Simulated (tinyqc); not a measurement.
Froehlich polaron in a polar crystal: one step, computed by the program tinyqc. Command: `OMP_NUM_THREADS=1 python tinyqc.py 3016926 3016927 out.jsonl frohlich walk`. One thread of a shared host (Intel(R) Xeon(R) Processor @ 2.30GHz), about 0.06 s of CPU time with the checks.

One electron in a parabolic band of mass m*, coupled to dispersionless LO phonons in the continuum model. Energies are in units of hbar omega unless marked, wave numbers in k_0 = sqrt(2 m* omega/hbar).

Task: Second-order perturbation theory. At T = 0 and k < k_0: E(k) = (k/k_0)^2 - alpha arcsin(k/k_0)/(k/k_0); so E(0) = -alpha, 1/m_p = (1 - alpha/6)/m*, and the mean number of phonons in the cloud at k = 0 is alpha/2. The Lee-Low-Pines variational state gives the same E(0) and m_p = m* (1 + alpha/6).

Inputs (values chosen for the exercise, modelled on sodium chloride): LO phonon energy hbar omega = 34.2 meV; electron wave number k/k_0 = 0.34.

coupling constant alpha = 3.750223

Give: energy shift at k = 0; E(k); m*/m_p, second order; m_p/m*, Lee-Low-Pines; phonons in the cloud.

Result:

energy shift at k = 0 = -128.3 meV

E(k) = -3.711 hbar omega

m*/m_p, second order = 0.3750

m_p/m*, Lee-Low-Pines = 1.625

phonons in the cloud = 1.875

Caution: second-order results are out of their range at this coupling; the perturbative mass diverges at alpha = 6.
